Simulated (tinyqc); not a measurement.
# Crystallisation kinetics and data retention of a phase-change cell, step by step

Numbers from tinyqc (`OMP_NUM_THREADS=1 python tinyqc.py 2490137 2490138 out.jsonl`; about 0.04 s on one thread of a shared Intel Xeon 2.30GHz). Printed values are rounded.

Johnson-Mehl-Avrami-Kolmogorov law X = 1 - exp(-y^n), y = integral of k dt, k = (1/100 s) exp[-(Ec q/kB)(1/T - 1/T1)].

Inputs (values chosen for the exercise); values of the order of Ge-Sb-Te and related chalcogenides: activation energy of crystallisation Ec = 2.36 eV; temperature at which the rate k is 1/(100 s) T1 = 438 K; Avrami exponent n = 2; crystalline share at which the state is lost Xf = 0.3; storage temperature T = 373 K; heating rate b = 5 K/min; start of the ramp table Ta = 403 K; step of the table dT = 4 K; steps m = 10.

Constants: q = 1.602176634e-19 C, kB = 1.380649e-23 J/K. Results are converted to the units shown.

Range of the model: One Arrhenius rate is assumed; incubation, growth from the boundary and the non-Arrhenius kinetics of the supercooled liquid are left out.

## Retention

At fixed T the state fails at t = (-ln(1 - Xf))^(1/n)/k; ten years are 3.15576e8 s.

k = 1.85311e-7 1/s
y at failure = 0.597223
time to fail = 3.22282e6 s
the same in years = 0.102125
temperature for ten years = 351.080 K

The cell misses ten years at 373 K.

## A heating ramp

T rises at the rate b. Start with y = k (kB Ta^2/(q Ec))/b, the integral from cold to Ta to leading order; over each step k is taken as exponential in T, so y gains (dT/b)(k2 - k1)/ln(k2/k1). dX/dt = n y^(n - 1) k exp(-y^n), listed as 0 once y^n exceeds 23.

```
point  T (K)     k (1/s)           y           X  dX/dt (1/s)
0        403  4.38155e-5  0.00311803  9.72206e-6   2.73234e-7
1        407  8.54448e-5  0.00610988  3.73299e-5   1.04408e-6
2        411  1.64474e-4   0.0119024  1.41656e-4   3.91470e-6
3        415  3.12627e-4   0.0229748  5.27701e-4   1.43575e-5
4        419  5.86988e-4   0.0438787  0.00192348   5.14134e-5
5        423  0.00108908   0.0828707  0.00684402   1.79269e-4
6        427  0.00199737    0.154755   0.0236646   6.03575e-4
7        431  0.00362216    0.285778   0.0784230   0.00190791
8        435  0.00649717    0.521960    0.238483   0.00516501
9        439   0.0115307    0.943143    0.589146   0.00893616
10       443   0.0202530     1.68640    0.941805   0.00397528
```

Among the points the rate is largest at 439 K, where X = 0.589; the exact peak lies at 439.3 K.
